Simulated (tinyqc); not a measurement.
Single-oscillator infrared dielectric function of a polar cubic crystal: one step, computed by the program tinyqc. Command: `OMP_NUM_THREADS=1 python tinyqc.py 3002320 3002321 out.jsonl infrared walk`. One thread of a shared host (Intel(R) Xeon(R) Processor @ 2.30GHz), about 0.01 s of CPU time with the checks.

One ion pair, charges +Z* and -Z*, in a cell of volume Omega = a^3/4. Frequencies omega are given as wavenumbers (1/cm); eps_s is the static dielectric constant.

Problem. Coupled plasmon-LO modes. Without damping eps(omega) = 0 gives omega^4 - (omega_LO^2 + omega_p^2) omega^2 + omega_p^2 omega_TO^2 = 0, with roots L- and L+.

Inputs (values chosen for the exercise, for a model crystal): omega_TO = 424 1/cm.

Structure: zinc blende. Free carriers: present.

omega_p = 731.5667 1/cm

omega_LO = 449.2021 1/cm

Give: lower coupled mode L-; upper coupled mode L+.

Solution.

lower coupled mode L- = 411.8 1/cm

upper coupled mode L+ = 753.3 1/cm

omega_p is within a factor 2 of omega_LO; the modes mix most strongly where the two are close.
